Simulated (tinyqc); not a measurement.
Solid solubility of a dopant against its melt (retrograde solidus), clustering and the electrically active fraction. From active fraction back to anneal temperature T_a. Computed by tinyqc, a small Python program. Command: `OMP_NUM_THREADS=1 python tinyqc.py 3028141 3028142 out.jsonl retro inv`. One thread of a shared host (Intel(R) Xeon(R) Processor @ 2.30GHz), about 0.02 s of CPU time with the checks.

Inputs (values chosen for the exercise): total dopant density N_t = 7.2e+20 1/cm^3; atoms per cluster m = 3; cluster scale N* at 1273 K = 2e+20 1/cm^3; activation energy E_b of the cluster scale = 0.24 eV; mobility mu = 55 cm^2/(V s).

Clustering: clusters of m atoms, electrons left out.

Constants: k_B = 8.617333262e-05 eV/K; e = 1.602176634e-19 C.

Method. A highly soluble donor (another dopant than that of the solidus) is limited by clustering. Donors N_a are active, and clusters hold m atoms each: N_t = N_a + m C, m C = N* (N_a/N*)^m, with N*(T) = N*(1273 K) exp[-(E_b/k_B)(1/T - 1/1273)]. Resistivity = 1/(e mu N_a).

Question. A run gave the result below. Find the anneal temperature T_a, known to lie between 780 and 1300 K.

active fraction = 0.2040136

Answer.

Each step takes the trial c = (a f_b - b f_a)/(f_b - f_a), f being the result less the target and a, b, c the logarithms of the listed values; c replaces end b, the old b replaces a if the sign of f changed, and otherwise f_a is halved.

Scan of the range:
```
anneal temperature T_a (K)  active fraction
780                                0.159795
849                                0.191436
925                                0.225824
1010                               0.263029
1100                               0.300456
1190                               0.335559
1300                               0.375156
```

False position (Illinois rule, in the logarithm of the input) inside the bracket:
```
step    end a    end b    trial  active fraction
1     849.000  925.000  876.044         0.203761
2     925.000  876.044  876.589         0.204009
3     925.000  876.589  876.610         0.204018
4     876.589  876.610  876.600         0.204014
```

Active fraction rises at every point of a 13-point scan of the range (every second point is shown), so one value fits; it is bracketed by 849 and 925. Answer: anneal temperature T_a = 876.6 K.

Caution: this clustering law is a generic form; degeneracy and a doping-dependent mobility are left out.
